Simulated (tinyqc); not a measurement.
MOS structure on a p-type body with a doping step (retrograde), non-linear Poisson equation by Newton steps: charge and capacitance against gate voltage.

One dimension, insulator interface at x = 0, acceptor density N1 for x < x1 and Na beyond, net doping C = -(acceptor density). psi is counted from the intrinsic level: n = ni exp((psi - Vb)/Vt), p = ni exp(-psi/Vt); deep in the body psi_b = -Vt ln(Na/ni). The gate acts through Cox = eps0 eox/tox and has the potential psi_G = Vg - (phiM - chi - Vt ln(Nc/ni)). Boltzmann statistics, full ionisation, classical densities, no oxide or interface charge.

ni = sqrt(Nc Nv) exp(-Eg/(2 Vt)), Eg in volts. The Poisson equation d/dx(eps0 eps_r dpsi/dx) = -q (p - n + C), with eps0 eps_r dpsi/dx = -Cox (psi_G - psi_0) at x = 0, is solved on a mesh of about 600 nodes or more. N_inv is the integral of n less its value deep in the body. C_LF = Cox (1 - dpsi_0/dVg) with all carriers following; C_HF is the same with the electron quasi-Fermi level shifting uniformly so that N_inv stays fixed. The centroid is that of the same excess.

Inputs (values chosen for the exercise); band and dielectric values close to those of silicon:
```
symbol    value   unit                                                                 meaning
T           350      K                                                             temperature
Eg         1.14     eV                                                                band gap
eps_r      11.7                                                          relative permittivity
Nc      3.57e19  cm^-3                                  conduction-band density of states at T
Nv       3.4e19  cm^-3                                     valence-band density of states at T
chi        4.02     eV                                                       electron affinity
Na         6e15  cm^-3                                       acceptor density deep in the body
eox         3.9         relative permittivity of the gate insulator (close to silicon dioxide)
tox         1.9     nm                                                     insulator thickness
phiM       4.13     eV                                                      gate work function
Vb          0.6      V                         electron quasi-Fermi potential against the body
x1          130     nm                                                depth of the doping step
N1       1.8e15  cm^-3                                         acceptor density above the step
```

Constants: q = 1.602176634e-19 C, kB = 1.380649e-23 J/K, Vt = kB T/q, eps0 = 8.8541878128e-14 F/cm where lengths are in cm. Results are converted to the units shown.

Results:
```
Vg (V)  psi_0 - psi_b (V)  N_inv (cm^-2)  C_LF/Cox  C_HF/Cox  centroid (nm)
0.11                0.861         4.23e4    0.0129    0.0129           9.56
0.24                0.989         2.74e6    0.0121    0.0120           8.76
0.37                 1.12         1.80e8    0.0119    0.0114           8.12
0.51                 1.26        1.54e10    0.0507    0.0108           7.46
0.64                 1.36        3.04e11     0.396    0.0105           5.78
0.77                 1.42        1.10e12     0.659    0.0105           3.93
1.04                 1.48        3.47e12     0.845    0.0106           2.25
1.18                 1.50        4.84e12     0.882    0.0106           1.85
1.31                 1.51        6.16e12     0.904    0.0106           1.59
```

Estimate the missing row, Vg = 0.91 V.

Computed row:
```
Vg (V)  psi_0 - psi_b (V)  N_inv (cm^-2)  C_LF/Cox  C_HF/Cox  centroid (nm)
0.91                 1.46        2.26e12     0.786    0.0106           2.84
```

With this row back in the table: N_inv goes from 42300 to 6.16e12 cm^-2 and passes 2e11 cm^-2 at Vg = 0.614 V. Below threshold it takes 71.5 mV a decade between Vg = 0.24 and 0.37 V, against Vt ln 10 = 69.4 mV. C_LF/Cox is lowest, 0.0119, at Vg = 0.37 V among the rows listed and ends at 0.904, while C_HF/Cox ends at 0.0106. Between the last two rows q dN_inv/dVg is 0.893 Cox. Where the classical centroid is under about 2 nm, confinement would move the charge away from the interface and raise the threshold. Above about 2e12 cm^-2 degeneracy matters too.

Computed by the program tinyqc: `OMP_NUM_THREADS=1 python tinyqc.py 2080168 2080169 out.jsonl`, one thread of a shared Intel Xeon 2.30GHz, about 0.5 s for the whole run.
